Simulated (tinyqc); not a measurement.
Inside a calculation. Model: input admittance of a MOSFET at zero drain bias: distributed channel and distributed gate.

Numbers from tinyqc (`OMP_NUM_THREADS=1 python tinyqc.py 2262194 2262195 out.jsonl`; about 0.01 s on one thread of a shared Intel Xeon 2.30GHz). Printed values are rounded.

Source and drain grounded, strong inversion, w = 2 pi f, Cox = eps0 eox/tox. The channel is an RC line of resistance 1/(mu Cox Vo) per square fed from both ends, so one finger has the intrinsic admittance y = i w Cox L tanh(g)/g per width, g = (1/2) sqrt(i w tau), tau = L^2/(mu Vo). The vertical resistance rv/L is in series with y, the overlaps 2 i w Cov in parallel: y_t = 1/(1/y + rv/L) + 2 i w Cov. The gate strip is a line of Rsh/L per length loaded by y_t, so a finger has Y = y_t Wf tanh(k)/k, k = (Wf/sd) sqrt(y_t Rsh/L); the device has Nf Y.

Parameters, values chosen for the exercise; values of the order met in silicon radio-frequency transistors:
```
symbol,value,unit,meaning
eox,21.3,,relative permittivity of the gate insulator (close to hafnium oxide)
tox,9.9,nm,insulator thickness
L,0.8,um,channel length
Wf,0.93,um,finger width
Nf,4,,number of fingers
mu,380,cm^2/(V s),channel mobility
Vo,0.32,V,gate overdrive
Rsh,20,ohm/square,sheet resistance of the gate
rv,1.6,ohm um^2,vertical resistivity of the gate stack
sd,2,,number of ends at which a finger is contacted
Cov,0.4,fF/um,overlap and fringe capacitance on each side
f,3.4,GHz,frequency
```

Constants: eps0 = 8.8541878128e-14 F/cm where lengths are in cm. Results are converted to the units shown.

## Low-frequency resistances and capacitance

Low-frequency limits, with c = Cox L and ct = c + 2 Cov: R_strip = Rsh Wf/(3 sd^2 L Nf), R_ch = (c/ct)^2 L/(12 mu Cox Vo Wf Nf), R_vert = (c/ct)^2 rv/(L Wf Nf), C = ct Wf Nf.

parts (ohm): strip 0.484375, channel 69.8393, vertical 0.485342
sum = 70.8091 ohm
C = 59.6686 fF
1/(2 pi R C) = 37.6691 GHz

The channel term is the largest, 98.6 % of the sum.

## Admittance of the channel and stack per width

tau, g, c = Cox L, y and y_t as defined.

tau = 52.6316 ps
g = 0.374893+0.374893i
c = 15.2399 fF/um
y = 30.119+322.182i uS/um
y_t = 30.325+339.234i uS/um

w tau = 1.12, and Im y is 0.990 of w c.

## Input impedance of the device

k and Y as defined; Z = 1/(Nf Y) = R + 1/(i w C); Q = |Im Z|/R; signal at the point farthest from a contact |1/cosh k|.

k = 0.0316623+0.0289582i
Nf Y = 0.11357+1.26181i mS
R = 70.7602 ohm
C = 59.5442 fF
Q = 11.1100
signal at the far point = 0.999918

R is 0.069 % below its low-frequency limit and C is 0.21 % below its own.
